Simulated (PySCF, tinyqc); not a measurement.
A ladder of methods, and size consistency: correlation methods against full CI in the sto-3g basis, for H4, spin multiplicity 1. Computed by the program tinyqc with PySCF. All electrons correlated; +Q is the Davidson correction (1 - c0^2) E_corr. The last columns treat two copies 100 angstrom apart as one system. FCI is the lowest singlet.

Geometry (angstrom):
```
atom       x       y       z
H     0.0000  0.0000  0.0000
H     0.0000  0.0000  1.1780
H     0.0000  1.4910  0.0000
H     0.0000  1.4910  1.1780
```

RHF energy of one = -1.925897 hartree

Correlation energies (hartree):
```
method   E_corr of one  share of FCI (%)  E_corr of two at 100 angstrom  two minus twice one (mhartree)
MP2           -0.06402            54.871                       -0.12804                           0.000
CISD          -0.11046            94.672                       -0.19823                          22.681
CISD+Q        -0.12472           106.901                       -0.23481                          14.639
CCSD          -0.11677           100.086                       -0.23354                           0.000
CCSD(T)       -0.11677           100.086                       -0.23354                           0.000
FCI           -0.11667           100.000                              -                               -
```

What does the comparison show, and why?

MP2 recovers 55 %, CISD 94.7 % and CCSD 100.1 % of the FCI value (c0^2 = 0.871 in CISD). MP2 and coupled cluster are size consistent, so their last column vanishes; CISD loses 22.68 mhartree, since a double excitation on each copy is a quadruple of the pair, and the Davidson correction leaves +14.64. The restricted reference is unstable here: a spin-polarised solution lies 0.0368 hartree lower (PySCF), so results built on it describe a poor reference.
